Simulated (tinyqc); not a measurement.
Inside a calculation: pair of shallow donors (hydrogen-like orbitals). Values are carried at full precision from step to step, so a last printed digit may differ when a step is redone from the rounded ones.

Each donor has the orbital exp(-r/a); energy unit Ha* = q/(eps a), q = e^2/(4 pi eps0), so that a lone donor is bound by Ha*/2; x = R/a. One electron: S = (1 + x + x^2/3) exp(-x), j = 1/x - (1 + 1/x) exp(-2x), k = (1 + x) exp(-x); levels E(+/-) = -1/2 - (j +/- k)/(1 +/- S) in Ha*, without the repulsion of the ions, split by D = |E(-) - E(+)|. In six valleys the overlaps S and k are multiplied by v = [cos(K Rx) + cos(K Ry) + cos(K Rz)]/3, K = k0 (2 pi/a_lat), for isotropic envelopes and the symmetric valley state.

Constants: e^2/(4 pi eps0) = 14.39964547 eV angstrom; hbar = 6.58211957e-16 eV s.

Inputs chosen for the exercise (near those of two donors in Si; not measured data): a = 16.4 angstrom (orbital radius); eps = 11.2 (dielectric constant); n = (19.25, 0.25, 0.25) a_lat (separation vector); a_lat = 5.431 angstrom (lattice constant); k0 = 0.842 2 pi/a_lat (valley position); dV = 0.63 D (detuning between the donors, in units of D).

## Distance and integrals

Give Ha*, R, x, S, j, k and v.

Ha* = 78.395 meV
R = 104.56 angstrom
x = 6.3759

S, j, k: 0.03562  0.15684  0.01255

v = 0.2497

## One electron on two donors

Give both levels, the splitting D = |E(-) - E(+)| and the tunnelling frequency D/(2 pi hbar).

E(+), E(-) (meV): -51.628  -51.355

D = 0.2728 meV
frequency = 65.97 GHz

The second ion deepens the mean level by 12.29 meV, against Ha*/x = 12.30 meV for a point charge. Without the valley factor D would be 1.09 meV; v is positive, so the even combination lies lower.

## Detuning by a gate

Two-level picture for one electron: with detuning u = dV D the splitting is sqrt(D^2 + u^2) and the lower state has weight (1 + u/sqrt(D^2 + u^2))/2 on the lower donor; the field needed is u/(e R), 1 meV/angstrom = 100 kV/cm.

splitting = 0.3225 meV
weight = 0.767
field = 0.164 kV/cm

## Two electrons and exchange

Two electrons, Heitler-London: with S' = (1 - x + x^2/3) exp(x), C = 1/x - exp(-2x)(1/x + 11/8 + 3x/4 + x^2/6), X = (1/5){exp(-2x)(25/8 - 23x/4 - 3x^2 - x^3/3) + (6/x)[S^2 (0.5772157 + ln x) + S'^2 Ei(-4x) - 2 S S' Ei(-2x)]}, Q = C - 2j + 1/x and A = X - 2 S k + S^2/x, the singlet and triplet lie at (Q +/- w A)/(1 +/- w S^2) from two lone donors, with the valley weight w = v^2; the exchange is J = triplet - singlet.

Give C, X, Q, A and J.

C, X, Q, A (Ha*): 0.1568  0.0004523  -3.122e-05  -0.0002431

J = 2.38 micro-eV

A swap of the two spins takes pi hbar/J = 0.87 ns (hbar = 6.58212e-16 eV s). Against the one-electron splitting D = 0.273 meV, J/D = 0.0087: exchange needs both electrons to tunnel and falls as exp(-2x), D as exp(-x).

## Checks

- Heitler-London binding at x = 1.6425 against the known 0.1160 hartree: both 0.1160.
- Overlap S by quadrature in spheroidal coordinates against the formula: both 0.03562.

(tinyqc, `OMP_NUM_THREADS=1 python tinyqc.py 1281608 1281609 out.jsonl`, Intel(R) Xeon(R) Processor @ 2.30GHz, 1 thread, shared host, about 0.01 s.)
